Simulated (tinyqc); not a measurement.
Inside a calculation. Method: Ewald sum of point charges, simple cubic lattice in a neutralising background. Computed by tinyqc, a small Python program that keeps every step. Command: `OMP_NUM_THREADS=1 python tinyqc.py 27798 27799 out.jsonl` (the two numbers bound the seeds that draw the settings). One thread of a shared host (Intel(R) Xeon(R) Processor @ 2.60GHz), about 0.04 s of CPU time with the checks.

## Ewald sum with eta = 0.526 1/bohr

cell vectors (rows) (bohr):
```
[[6.590000, 0.000000, 0.000000],
 [0.000000, 6.590000, 0.000000],
 [0.000000, 0.000000, 6.590000]]
```

Charges:
```
q               f1        f2        f3
1.000000  0.000000  0.000000  0.000000
```

Real space: 1/2 sum q_i q_j erfc(eta r)/r over all images with r > 0; reciprocal space: (2 pi/V) sum_(G != 0) exp(-G^2/4 eta^2)/G^2 |S(G)|^2 with S(G) = sum q exp(i G.r); self term -eta/sqrt(pi) sum q^2; background -pi Q^2/(2 V eta^2), Q the total charge.

Real-space shells (first ones):
```
r (bohr)  pairs  sum (hartree)
6.590000      6       4.32e-07
9.319667     12              0
```

Reciprocal shells (first ones that count):
```
G^2 (1/bohr^2)  vectors  sum (hartree)
0.909052              6       0.063732
1.818105             12       0.028030
2.727157              8       0.005479
3.636210              6       0.001355
4.545262             24       0.001908
5.454314             24       0.000699
7.272419             12       0.000051
8.181471             30       0.000050
9.090524             24       0.000016
9.999576             24       0.000006
10.908629             8       8.43e-07
11.817681            24       1.03e-06
```

## The total does not depend on eta

The same sums for other eta.

Totals (hartree per cell):
```
eta           real  reciprocal       self  background        total
0.526000  4.32e-07    0.101328  -0.296764   -0.019838  -0.21527295
0.826000         0    0.258792  -0.466021   -0.008045  -0.21527295
1.041000         0    0.377113  -0.587321   -0.005065  -0.21527295
```

shortest distance = 6.590000 bohr
